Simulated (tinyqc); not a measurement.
From results back to parameters: core-shell quantum dot (spherical envelope functions). Three cases, with inputs chosen for the exercise.

Problem. The lowest electron level was computed from a hidden shell thickness H.

Parabolic bands; strain and other valleys are left out. s states, u = r psi, hard wall at R + H, c = hbar^2/2m0, energies from the band edges of the core. Core: u = sin(k1 r)/k1, k1 = sqrt(m1 E/c). At R, psi and psi'/m are continuous, so u is continuous and its slope in the shell is s = u/R + (m2/m1)(u' - u/R). Shell: u(R + x) = u(R) cos(k2 x) + s sin(k2 x)/k2, k2 = sqrt(m2 (E - V)/c); for negative arguments the functions turn into sinh and cosh. A level has u(R + H) = 0.

Constants: hbar^2/2m0 = 3.80998211 eV angstrom^2.

Find: u(R); s; H.

Case 1.

Values chosen (near those of an InAs/InP core-shell dot; not measured data): R = 35 angstrom (core radius); Vc = 0.519 eV (conduction edge of the shell above that of the core); me1 = 0.029 m0 (electron, core); me2 = 0.078 m0 (electron, shell).

E_e = 0.3145905 eV

Solution.

u(R) = 20.230 angstrom
s = -1.3570
H = 31.0 angstrom

u(R) and s follow from E_e; u(R + H) = 0 gives tanh(kappa H) = -kappa u(R)/s. The tanh is close to 1, so H is poorly fixed: the full digits of E_e are needed.

Case 2.

Values chosen (near those of a Ge/Si core-shell dot; not measured data): R = 37 angstrom (core radius); Vc = -0.05 eV (conduction edge of the shell above that of the core); me1 = 0.125 m0 (electron, core); me2 = 0.268 m0 (electron, shell).

E_e = 0.1047174 eV

Solution.

u(R) = 14.101 angstrom
s = -1.6429
H = 7.0 angstrom

u(R) and s follow from E_e; u(R + H) = 0 gives tan(k2 H) = -k2 u(R)/s, with the first positive root.

Case 3.

Values chosen (near those of a CdSe/CdS core-shell dot; not measured data): R = 29 angstrom (core radius); Vc = 0.301 eV (conduction edge of the shell above that of the core); me1 = 0.13 m0 (electron, core); me2 = 0.213 m0 (electron, shell).

E_e = 0.2040685 eV

Solution.

u(R) = 7.917 angstrom
s = -1.4043
H = 6.0 angstrom

u(R) and s follow from E_e; u(R + H) = 0 gives tanh(kappa H) = -kappa u(R)/s.

Computed by tinyqc, one run a case: `OMP_NUM_THREADS=1 python tinyqc.py N N+1 out.jsonl` with N = 1250824, 1250865, 1250951; one thread of a shared Intel(R) Xeon(R) Processor @ 2.30GHz, about 0.08 s a run at most.
